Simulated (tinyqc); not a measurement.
# Punch-through p+-n junction, ionisation integral and breakdown: effects of single changes

A p+ layer at x < 0 and an n drift layer from x = 0 to L on an n+ substrate. Depletion approximation, built-in voltage neglected. Local ionisation coefficients alpha_n = an exp(-(bn/E)^mx), alpha_p = ap exp(-(bp/E)^mx). Electrons move towards +x, holes towards x = 0.

Inputs (values chosen for the exercise); material values close to those of 4H silicon carbide:
```
symbol,value,unit,meaning
eps_r,9.6,,relative permittivity
an,1.65e8,1/cm,prefactor of the electron ionisation coefficient
bn,3.37e7,V/cm,field constant for electrons
ap,3.29e8,1/cm,prefactor of the hole ionisation coefficient
bp,2.66e7,V/cm,field constant for holes
mx,1,,exponent
mu,953,cm^2/(V s),electron mobility of the drift layer
N,6.9e16,cm^-3,donor density of the drift layer
L,0.74,um,thickness of the drift layer
```

Constants: q = 1.602176634e-19 C, eps0 = 8.8541878128e-14 F/cm where lengths are in cm. Results are converted to the units shown.

Each table varies one quantity; the others keep the values above.

## Multiplication against voltage

W = sqrt(2 eps0 eps_r V/(q N)), peak field E0 = q N W/(eps0 eps_r), falling linearly to 0 at W; if W > L the layer is punched through: W = L, E0 = V/L + q N L/(2 eps0 eps_r), falling linearly to E1 = V/L - q N L/(2 eps0 eps_r). G(x) = integral from 0 to x of (alpha_n - alpha_p); I_n = integral of alpha_n exp(-G) (electrons injected at x = 0), I_p = integral of alpha_p exp(G(end) - G) (holes injected at the far edge); M = 1/(1 - I). Integrals on a fine grid; BV is where I_n = 1. Here BV = 214.491 V; the Miller exponent is n = ln(1 - 1/M)/ln(V/BV).

Multiplication against voltage:

| V (V) | E0 (kV/cm) | I_n | I_p | M_n | M_p | Miller n, electrons | Miller n, holes |
|---|---|---|---|---|---|---|---|
| 85.8 | 1.64e3 | 1.11e-6 | 2.08e-4 | 1.00 | 1.00 | 15.0 | 9.25 |
| 107 | 1.93e3 | 3.21e-5 | 0.00314 | 1.00 | 1.00 | 14.9 | 8.29 |
| 129 | 2.22e3 | 4.41e-4 | 0.0257 | 1.00 | 1.03 | 15.2 | 7.20 |
| 150 | 2.51e3 | 0.00321 | 0.119 | 1.00 | 1.13 | 16.1 | 5.96 |
| 172 | 2.81e3 | 0.0193 | 0.381 | 1.02 | 1.62 | 17.9 | 4.37 |
| 184 | 2.97e3 | 0.0501 | 0.594 | 1.05 | 2.46 | 19.5 | 3.39 |
| 197 | 3.14e3 | 0.153 | 0.819 | 1.18 | 5.52 | 22.1 | 2.35 |
| 206 | 3.27e3 | 0.373 | 0.934 | 1.59 | 15.0 | 24.4 | 1.70 |
| 211 | 3.33e3 | 0.652 | 0.977 | 2.88 | 44.2 | 26.0 | 1.39 |

Read the table: what changes, and by how much?

M_n rises from 1.000 to 2.88 and M_p from 1.000 to 44.2; both diverge at BV. The Miller exponent for electrons goes from 15.0 through a minimum of 14.9 (at V = 107 among the rows listed) to 26.0 and that for holes falls from 9.25 to 1.39, so one exponent describes neither over the whole range. The larger multiplication belongs to holes, whose coefficient at the peak field of the last row is 16.8 times the other.

## Effect of the drift doping

Same model as above.

Specific on-resistance Ron = L/(q mu N) with constant mobility and full ionisation.

Result of one run:

| N (cm^-3) | BV (V) | E0 at BV (kV/cm) | W at BV (um) | Ron (mohm cm^2) | BV^2/Ron (MW/cm^2) | eps0 eps_r mu E0^3/4 (MW/cm^2) |
|---|---|---|---|---|---|---|
| 4.1e16 | 219 | 3.24e3 | 0.740 | 0.0118 | 4.04e3 | 6.89e3 |

What becomes of these results when the donor density of the drift layer N is changed from 4.1e16 to 1.5e17 cm^-3, all else the same?

Result of the changed run:

| N (cm^-3) | BV (V) | E0 at BV (kV/cm) | W at BV (um) | Ron (mohm cm^2) | BV^2/Ron (MW/cm^2) | eps0 eps_r mu E0^3/4 (MW/cm^2) |
|---|---|---|---|---|---|---|
| 1.5e17 | 193 | 3.65e3 | 0.740 | 0.00323 | 1.15e4 | 9.83e3 |

The whole series:

| N (cm^-3) | BV (V) | E0 at BV (kV/cm) | W at BV (um) | Ron (mohm cm^2) | BV^2/Ron (MW/cm^2) | eps0 eps_r mu E0^3/4 (MW/cm^2) |
|---|---|---|---|---|---|---|
| 5.8e15 | 220 | 3.02e3 | 0.740 | 0.0836 | 582 | 5.58e3 |
| 1.1e16 | 220 | 3.06e3 | 0.740 | 0.0441 | 1.10e3 | 5.78e3 |
| 2.1e16 | 220 | 3.12e3 | 0.740 | 0.0231 | 2.10e3 | 6.16e3 |
| 4.1e16 | 219 | 3.24e3 | 0.740 | 0.0118 | 4.04e3 | 6.89e3 |
| 7.8e16 | 213 | 3.42e3 | 0.740 | 0.00621 | 7.28e3 | 8.09e3 |
| 1.5e17 | 193 | 3.65e3 | 0.740 | 0.00323 | 1.15e4 | 9.83e3 |
| 2.9e17 | 140 | 3.91e3 | 0.716 | 0.00167 | 1.17e4 | 1.21e4 |
| 5.5e17 | 85.3 | 4.20e3 | 0.406 | 8.81e-4 | 8.25e3 | 1.51e4 |

BV falls from 220 to 85.3 V while the critical field rises from 3020 to 4200 kV/cm. BV goes as N^(0.00) between the first two rows and N^(-0.78) between the last two (a coefficient proportional to E^7 gives -0.75 without punch-through). BV^2/Ron goes from 582 through a maximum of 11700 (at N = 2.9e17 among the rows listed) to 8250 MW/cm^2; the layer is punched through at breakdown in 6 of the 8 rows. For N = 5.5e17 the layer is under 0.5 um wide or BV under 82 V, so dead space, tunnelling and the built-in voltage, all left out, matter.

## Effect of the drift thickness

Same model as above.

The value eps0 eps_r mu E0^3/4 holds for a triangular field; a layer that punches through can exceed it.

Results:

| L (um) | BV (V) | E0 at BV (kV/cm) | W at BV (um) | Ron (mohm cm^2) | BV^2/Ron (MW/cm^2) | eps0 eps_r mu E0^3/4 (MW/cm^2) |
|---|---|---|---|---|---|---|
| 0.39 | 124 | 3.43e3 | 0.390 | 0.00370 | 4.15e3 | 8.18e3 |
| 0.52 | 159 | 3.40e3 | 0.520 | 0.00494 | 5.13e3 | 7.95e3 |
| 0.7 | 205 | 3.38e3 | 0.700 | 0.00664 | 6.31e3 | 7.83e3 |
| 0.95 | 262 | 3.38e3 | 0.950 | 0.00902 | 7.62e3 | 7.79e3 |
| 1.3 | 329 | 3.38e3 | 1.30 | 0.0123 | 8.77e3 | 7.79e3 |
| 2.3 | 432 | 3.38e3 | 2.30 | 0.0218 | 8.56e3 | 7.79e3 |
| 3.1 | 438 | 3.38e3 | 2.60 | 0.0294 | 6.52e3 | 7.79e3 |
| 4.2 | 438 | 3.38e3 | 2.60 | 0.0399 | 4.81e3 | 7.79e3 |

Estimate the missing row, L = 1.7 um.

Computed row:

| L (um) | BV (V) | E0 at BV (kV/cm) | W at BV (um) | Ron (mohm cm^2) | BV^2/Ron (MW/cm^2) | eps0 eps_r mu E0^3/4 (MW/cm^2) |
|---|---|---|---|---|---|---|
| 1.7 | 386 | 3.38e3 | 1.70 | 0.0161 | 9.23e3 | 7.79e3 |

With this row back in the table: BV rises from 124 to 438 V and saturates once L exceeds the free depleted width of 2.60 um, while Ron keeps rising as L. BV^2/Ron goes from 4150 through a maximum of 9230 (at L = 1.7 um among the rows listed) to 4810 MW/cm^2. The best row has L = 0.65 of that width: the last part of the triangle adds little voltage but its full share of resistance. For L = 0.39 the layer is under 0.5 um wide or BV under 82 V, so dead space, tunnelling and the built-in voltage, all left out, matter.

Computed by the program tinyqc: `OMP_NUM_THREADS=1 python tinyqc.py 2120136 2120137 out.jsonl`, one thread of a shared Intel Xeon 2.30GHz, about 0.09 s for the whole run.
